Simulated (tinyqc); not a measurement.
Dispersion: Heisenberg magnet: exchange from energy differences, ordering vector, linear spin waves and ordering temperature. Computed by tinyqc, a small Python program. Command: `OMP_NUM_THREADS=1 python tinyqc.py 3001778 3001779 out.jsonl magnon walk`. One thread of a shared host (Intel(R) Xeon(R) Processor @ 2.30GHz), about 0.1 s of CPU time with the checks.

H = -sum over pairs <ij> J_ij S_i.S_j - K sum_i (S_i^z)^2, each pair once, J > 0 ferromagnetic. First neighbours: 12 at a (0.5, 0.5, 0), second: 6 at a (1, 0, 0), with all permutations and signs.

Inputs (values chosen for the exercise, for a model magnet):
```
quantity                 value      unit
exchange J1               2.11       meV
exchange J2               0.75       meV
spin S                     2.5         -
single-ion anisotropy K  0.024       meV
lattice constant a        4.75  angstrom
```

Lattice: fcc. Order: ferromagnetic.

Method:
- g_s(q) = sum over shell s of cos(q.R), z1 = g1(0). E(q) = S [J(0) - J(q)] + (2S - 1) K, J(q) = J1 g1 + J2 g2. The factor 2S - 1 removes the anisotropy for S = 1/2.
- sum R_x^2 over the shells is s1 = 2 a^2 and s2 = 2 a^2. E = gap + D q^2 with D = (S/2)(J1 s1 + J2 s2) and gap = (2S - 1) K.
- J(q) = J1 g1(q) + J2 g2(q), g_s(q) = sum over shell s of cos(q.R).

gap = 0.096 meV

stiffness D = 161.322 meV angstrom^2

Energies (meV); X = (1, 0, 0), L = (0.5, 0.5, 0.5) in 2 pi/a:
```
line  fraction of the way    E(q)  gap + D q^2
G-X                  0.10   2.878         2.92
G-X                  0.25  16.206        17.74
G-X                  0.50  49.796        70.66
G-X                  0.75  75.886       158.87
G-X                  1.00  84.496       282.37
G-L                  0.10   2.196         2.21
G-L                  0.25  12.661        13.33
G-L                  0.50  42.996        53.02
G-L                  0.75  73.331       119.18
G-L                  1.00  85.896       211.80
```

What follows from these numbers?

At the end of the G-X rows the long-wave form is 3.34 times the true energy. At the end of the G-L rows the long-wave form is 2.47 times the true energy. It holds to 5 % in 2 of the ten rows; nearer the zone boundary the cosine flattens the band.
